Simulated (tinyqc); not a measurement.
Extended Hueckel theory, for H4-, step by step. The parameters take no account of the charge, which enters only through the electron count, and nothing here shows that the anion is bound. One step of it, computed by the program tinyqc.

Task: Wolfsberg-Helmholz matrix. H_ij = K' S_ij (H_ii + H_jj)/2 for i != j (the diagonal keeps H_ii), with K' = 1.75.

overlap S, lower triangle:
```
          1H 1s     2H 1s     3H 1s     4H 1s
1H 1s  1.000000
2H 1s  0.578574  1.000000
3H 1s  0.175392  0.562781  1.000000
4H 1s  0.042269  0.175392  0.578574  1.000000
```

diagonal H_ii (eV): 1H 1s -13.600000, 2H 1s -13.600000, 3H 1s -13.600000, 4H 1s -13.600000

K = 1.750000

Give: H.

Result:

H (eV), lower triangle:
```
          1H 1s     2H 1s     3H 1s     4H 1s
1H 1s  -13.6000
2H 1s  -13.7701  -13.6000
3H 1s   -4.1743  -13.3942  -13.6000
4H 1s   -1.0060   -4.1743  -13.7701  -13.6000
```
